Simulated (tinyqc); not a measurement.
Inside a calculation. Method: sp3 tight binding, zinc-blende lattice. Computed by tinyqc, a small Python program that keeps every step. Command: `OMP_NUM_THREADS=1 python tinyqc.py 23742 23743 out.jsonl` (the two numbers bound the seeds that draw the settings). One thread of a shared host (Intel(R) Xeon(R) Processor @ 2.60GHz), about 0.01 s of CPU time with the checks.

## Bloch Hamiltonian at k

Parameters chosen for this model: zinc-blende lattice, anion at 0, cation at a/4 (1,1,1); V = eta hbar^2 / (m d^2), hbar^2/m = 7.619964 eV angstrom^2:
```
parameter          value      unit
a               5.810000  angstrom
d               2.515804  angstrom
Es anion      -17.650000        eV
Ep anion       -9.300000        eV
Es cation      -9.550000        eV
Ep cation      -5.080000        eV
eta ss         -1.320000
eta sp          1.420000
eta pp sigma    2.220000
eta pp pi      -0.630000
V ss           -1.589181        eV
V sp            1.709573        eV
V pp sigma      2.672713        eV
V pp pi        -0.758473        eV
```

k point k (2 pi / a): [0.72000, 0.01000, 0.71000]

Slater-Koster rules over the four bonds with direction cosines (l, m, n): ss V_ss; s-px l V_sp; px-s -l V_sp; px-px l^2 V_pps + (1 - l^2) V_ppp; px-py l m (V_pps - V_ppp); each times exp(i k.d).

H(k) at k (eV), order a s, a px, a py, a pz, c s, c px, c py, c pz:
```
[[-17.65000, 0.00000, 0.00000, 0.00000, -1.19058+0.08113i, -0.02371+1.57142i, -3.20766+0.01162i, -0.02469+1.50941i],
 [0.00000, -9.30000, 0.00000, 0.00000, 0.02371-1.57142i, 0.28862-0.01967i, -0.02861+1.74906i, -3.71693+0.01346i],
 [0.00000, 0.00000, -9.30000, 0.00000, 3.20766-0.01162i, -0.02861+1.74906i, 0.28862-0.01967i, -0.02748+1.82091i],
 [0.00000, 0.00000, 0.00000, -9.30000, 0.02469-1.50941i, -3.71693+0.01346i, -0.02748+1.82091i, 0.28862-0.01967i],
 [-1.19058-0.08113i, 0.02371+1.57142i, 3.20766+0.01162i, 0.02469+1.50941i, -9.55000, 0.00000, 0.00000, 0.00000],
 [-0.02371-1.57142i, 0.28862+0.01967i, -0.02861-1.74906i, -3.71693-0.01346i, 0.00000, -5.08000, 0.00000, 0.00000],
 [-3.20766-0.01162i, -0.02861-1.74906i, 0.28862+0.01967i, -0.02748-1.82091i, 0.00000, 0.00000, -5.08000, 0.00000],
 [-0.02469-1.50941i, -3.71693-0.01346i, -0.02748-1.82091i, 0.28862+0.01967i, 0.00000, 0.00000, 0.00000, -5.08000]]
```

## Levels at k

Diagonalise the Hermitian matrix.

eigenvalues (eV): [-18.89836, -13.36757, -12.42034, -11.71806, -5.64820, -3.72295, -2.66187, -1.90265]

weights |c|^2 of the basis functions, order a s, a px, a py, a pz, c s, c px, c py, c pz:
```
[[0.91058, 0.00657, 0.00035, 0.00000, 0.02268, 0.05900, 0.00000, 0.00081],
 [0.00042, 0.12092, 0.20048, 0.36440, 0.05214, 0.01278, 0.13169, 0.11717],
 [0.00010, 0.26292, 0.29002, 0.00006, 0.32902, 0.05381, 0.00008, 0.06398],
 [0.00039, 0.11597, 0.20421, 0.36853, 0.04633, 0.01089, 0.13524, 0.11844],
 [0.01736, 0.46665, 0.01623, 0.00001, 0.48004, 0.01835, 0.00000, 0.00135],
 [0.01259, 0.00043, 0.11256, 0.13273, 0.00335, 0.10146, 0.36150, 0.27538],
 [0.04687, 0.02611, 0.06148, 0.00004, 0.06344, 0.65731, 0.00024, 0.14451],
 [0.01169, 0.00042, 0.11468, 0.13423, 0.00298, 0.08639, 0.37126, 0.27836]]
```

## Bloch Hamiltonian at G

k point G (2 pi / a): [0, 0, 0]

As before.

H(k) at G (eV), order a s, a px, a py, a pz, c s, c px, c py, c pz:
```
[[-17.65000, 0.00000, 0.00000, 0.00000, -6.35672, 0.00000, 0.00000, 0.00000],
 [0.00000, -9.30000, 0.00000, 0.00000, 0.00000, 1.54102, 0.00000, 0.00000],
 [0.00000, 0.00000, -9.30000, 0.00000, 0.00000, 0.00000, 1.54102, 0.00000],
 [0.00000, 0.00000, 0.00000, -9.30000, 0.00000, 0.00000, 0.00000, 1.54102],
 [-6.35672, 0.00000, 0.00000, 0.00000, -9.55000, 0.00000, 0.00000, 0.00000],
 [0.00000, 1.54102, 0.00000, 0.00000, 0.00000, -5.08000, 0.00000, 0.00000],
 [0.00000, 0.00000, 1.54102, 0.00000, 0.00000, 0.00000, -5.08000, 0.00000],
 [0.00000, 0.00000, 0.00000, 1.54102, 0.00000, 0.00000, 0.00000, -5.08000]]
```

## Levels at G

As before.

eigenvalues (eV): [-21.13727, -9.80282, -9.80282, -9.80282, -6.06273, -4.57718, -4.57718, -4.57718]

## Bands along a path

The same steps at evenly spaced points between the labelled ones.

Bands along the path (eV):
```
k            band 1     band 2     band 3     band 4    band 5    band 6    band 7    band 8
L         -19.48321  -13.66468  -10.90528  -10.90528  -6.34506  -3.47472  -3.47472  -2.08705
L-G 0.25  -19.79491  -13.13703  -10.76514  -10.76514  -6.27400  -3.61486  -3.61486  -2.37407
L-G 0.50  -20.42264  -11.88787  -10.40171  -10.40171  -6.11687  -3.97829  -3.97829  -3.15262
L-G 0.75  -20.94282  -10.50405   -9.99152   -9.99152  -6.02188  -4.38848  -4.38848  -4.11125
G         -21.13727   -9.80282   -9.80282   -9.80282  -6.06273  -4.57718  -4.57718  -4.57718
G-X 0.25  -20.87678  -10.30565  -10.27937  -10.27937  -5.93565  -4.46192  -4.10063  -4.10063
G-X 0.50  -20.16551  -11.48593  -11.20303  -11.20303  -5.71145  -4.21712  -3.17697  -3.17697
G-X 0.75  -19.26479  -12.76058  -11.95074  -11.95074  -5.53925  -4.01539  -2.42926  -2.42926
X         -18.78717  -13.37507  -12.22805  -12.22805  -5.47493  -3.94283  -2.15195  -2.15195
X-W 0.25  -18.78717  -13.37507  -12.22805  -12.22805  -5.47493  -3.94283  -2.15195  -2.15195
X-W 0.50  -18.78717  -13.37507  -12.22805  -12.22805  -5.47493  -3.94283  -2.15195  -2.15195
X-W 0.75  -18.78717  -13.37507  -12.22805  -12.22805  -5.47493  -3.94283  -2.15195  -2.15195
W         -18.78717  -13.37507  -12.22805  -12.22805  -5.47493  -3.94283  -2.15195  -2.15195
```

With 4 band(s) filled, the highest filled level on these points lies at G and the lowest empty one at L: a gap of 3.4578 eV, indirect.
